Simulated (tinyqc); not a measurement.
Inside a calculation. Method: RHF in the sto-3g basis, for BeH2, spin multiplicity 1. One step of it, computed by the program tinyqc.

Task: Iteration 2: DIIS coefficients. Solve [B -1; -1 0][c; lambda] = [0; -1] for the coefficients, which sum to one.

B (overlaps of the stored error matrices):
```
               1              2
1  1.4122150e+00  4.5355750e-01
2  4.5355750e-01  1.4696331e-01
```

Give: DIIS coefficients.

Result:

DIIS coefficients: -0.470  1.470
